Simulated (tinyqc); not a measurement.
Defect equilibria of an oxide against oxygen pressure (mass action). Changing the temperature T. Computed by tinyqc, a small Python program. Command: `OMP_NUM_THREADS=1 python tinyqc.py 3030673 3030674 out.jsonl brouwer sweep`. One thread of a shared host (Intel(R) Xeon(R) Processor @ 2.30GHz), about 0.01 s of CPU time with the checks.

Defects: oxygen vacancies V (charge +2), electrons n, holes p, the ionic partner X = V_M'' (charge -2), and the dopant. Activities are taken equal to concentrations.

Inputs (values chosen for the exercise, for a model oxide):
```
quantity                           value             unit
reduction enthalpy H_r              3.84               eV
prefactor K_r0                   8.1e+68  cm^-9 atm^(1/2)
gap E_g                             3.28               eV
prefactor N_c N_v                6.2e+40            cm^-6
disorder enthalpy H_s               3.52               eV
prefactor K_s0                   1.2e+45            cm^-6
dopant density N_d               1.7e+18            cm^-3
oxygen pressure P                  2e-07              atm
electron mobility mu_n               2.5       cm^2/(V s)
hole mobility mu_p                  0.19       cm^2/(V s)
vacancy diffusion prefactor D_0   0.0053           cm^2/s
vacancy migration energy E_m        0.62               eV
```

Ionic disorder: Schottky, oxide MO. Dopant (singly charged, fully ionised): acceptor.

Constants: k_B = 8.617333262e-05 eV/K; e = 1.602176634e-19 C.

Method:
- K_r = K_r0 exp(-H_r/k_B T) = [V] n^2 P^(1/2); K_i = N_c N_v exp(-E_g/k_B T) = n p; K_s = K_s0 exp(-H_s/k_B T) = [X] [V].
- Neutrality: 2 [V] + p = n + 2 [X] + N_d. With n as the unknown, [V] = K_r/(n^2 P^(1/2)), p = K_i/n, [X] = K_s/[V]; the log ratio is ln(positive/negative).
- The root is found by 60 bisections in ln n between n = 1e-10 and 1e25 cm^-3.
- sigma_n = e n mu_n, sigma_p = e p mu_p, sigma_ion = 2 e [V] mu_V with mu_V = 2 e D/(k_B T) and D = D_0 exp(-E_m/k_B T); only the oxygen vacancies carry ionic current, and the ionic transport number is sigma_ion over the total.

One run for each value:
```
temperature T (K)   n (cm^-3)  [V] (cm^-3)   p (cm^-3)  total conductivity (S/cm)  ionic transport number
700                2.1922e+13   8.5001e+17  6.8636e+03                 1.0426e-05              1.5779e-01
800                1.1713e+15   8.5059e+17  1.1499e+05                 4.7435e-04              1.0974e-02
900                2.5674e+16   8.6284e+17  1.0368e+06                 1.0296e-02              1.2383e-03
1000               2.8463e+17   9.9232e+17  6.4215e+06                 1.1404e-01              2.5740e-04
1100               1.6585e+18   1.6793e+18  3.5073e+07                 6.6440e-01              1.3073e-04
1200               5.9451e+18   3.8226e+18  1.7492e+08                 2.3816e+00              1.3125e-04
1300               1.6205e+19   8.9525e+18  7.3620e+08                 6.4919e+00              1.6509e-04
1400               3.7333e+19   1.9516e+19  2.5872e+09                 1.4957e+01              2.1538e-04
1500               7.6301e+19   3.9001e+19  7.7543e+09                 3.0571e+01              2.7685e-04
```

What does the table show, and why?

Over the rows, n (cm^-3) rises from 2.19e13 to 7.63e19 (exponent d ln y / d ln x 30 between the first rows and 10 between the last); [V] (cm^-3) rises from 8.50e17 to 3.90e19 (exponent d ln y / d ln x 0.0051 between the first rows and 10 between the last); p (cm^-3) rises from 6860 to 7.75e9 (exponent d ln y / d ln x 21 between the first rows and 16 between the last). A line through ln n against 1/(k_B T) gives 1.707 eV.

Caution (rows 1500): the carrier density is near sqrt(N_c N_v), where the carriers are degenerate and n p = K_i fails.
